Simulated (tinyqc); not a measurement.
Short-channel transistor, virtual-source model with series resistance: effect of the velocity at the virtual source on the on and off currents.

The current per gate width is the charge at the top of the source barrier (the virtual source) times its velocity times a saturation function; al and be are fitting constants of the model. Units: I in uA/um, Rs in ohm um, so I Rs = 1e-6 I Rs in volts; Q in uC/cm^2, so I = 1e-4 Q vx0 Fsat with vx0 in cm/s.

Intrinsic voltages Vg' = Vgs - I Rs, Vd' = Vds - 2 I Rs. n = n0 + nd Vd', VT = VT0 - dl Vd', Ff = 1/(1 + exp((Vg' - VT + al Vt/2)/(al Vt))), Q = Cinv n Vt ln(1 + exp((Vg' - VT + al Vt Ff)/(n Vt))), Vdsat = (vx0 L/mu)(1 - Ff) + Vt Ff, Fsat = u/(1 + u^be)^(1/be) with u = Vd'/Vdsat, and I = Q vx0 Fsat per width. I is solved self-consistently. Ion is I at Vgs = Vds = 0.5 V, Ioff at Vgs = 0, Vds = 0.5 V, and Rlin = Vds/I at Vgs = 0.5 V, Vds = 0.05 V.

Parameters, values chosen for the exercise:
- T = 300 K (temperature)
- Cinv = 1.64 uF/cm^2 (inversion capacitance)
- mu = 580 cm^2/(V s) (apparent mobility)
- L = 12 nm (channel length)
- VT0 = 0.296 V (threshold at zero drain voltage)
- dl = 0.03 V/V (drain-induced barrier lowering)
- n0 = 1.44 (subthreshold factor)
- nd = 0 1/V (growth of n with drain voltage)
- al = 3.5 (threshold shift (in units of Vt) from weak to strong inversion)
- be = 2 (sharpness of saturation)
- Rs = 30 ohm um (series resistance of each contact)

Constants: q = 1.602176634e-19 C, kB = 1.380649e-23 J/K, Vt = kB T/q. Results are converted to the units shown.

Result of one run:

| vx0 (cm/s) | Ion (uA/um) | Ioff (nA/um) | log10(Ion/Ioff) | Rlin (ohm um) |
|---|---|---|---|---|
| 5e6 | 179.0 | 154.1 | 3.065 | 307.3 |

What becomes of these results when the velocity at the virtual source vx0 is changed from 5e6 to 2e7 cm/s, all else the same?

Result of the changed run:

| vx0 (cm/s) | Ion (uA/um) | Ioff (nA/um) | log10(Ion/Ioff) | Rlin (ohm um) |
|---|---|---|---|---|
| 2e7 | 665.8 | 616.0 | 3.034 | 134.7 |

The whole series:

| vx0 (cm/s) | Ion (uA/um) | Ioff (nA/um) | log10(Ion/Ioff) | Rlin (ohm um) |
|---|---|---|---|---|
| 5e6 | 179.0 | 154.1 | 3.065 | 307.3 |
| 7.1e6 | 251.6 | 218.8 | 3.061 | 227.7 |
| 1e7 | 349.3 | 308.1 | 3.055 | 178.2 |
| 1.4e7 | 479.7 | 431.3 | 3.046 | 150.1 |
| 2e7 | 665.8 | 616.0 | 3.034 | 134.7 |
| 2.8e7 | 897.1 | 862.1 | 3.017 | 127.5 |
| 4e7 | 1211 | 1231 | 2.993 | 123.6 |

As vx0 goes from 5e6 to 4e7 cm/s, Ion rises from 179 to 1210 uA/um, Ioff rises from 154 to 1230 nA/um and Rlin falls from 307 to 124 ohm um. Ion changes by a factor of 6.76 and Ioff by 7.99. At vx0 = 4e7 cm/s the off current passes 1 uA/um, so the device is hardly off at Vgs = 0.

Numbers from tinyqc (`OMP_NUM_THREADS=1 python tinyqc.py 2380172 2380173 out.jsonl`; about 0.02 s on one thread of a shared Intel Xeon 2.30GHz).
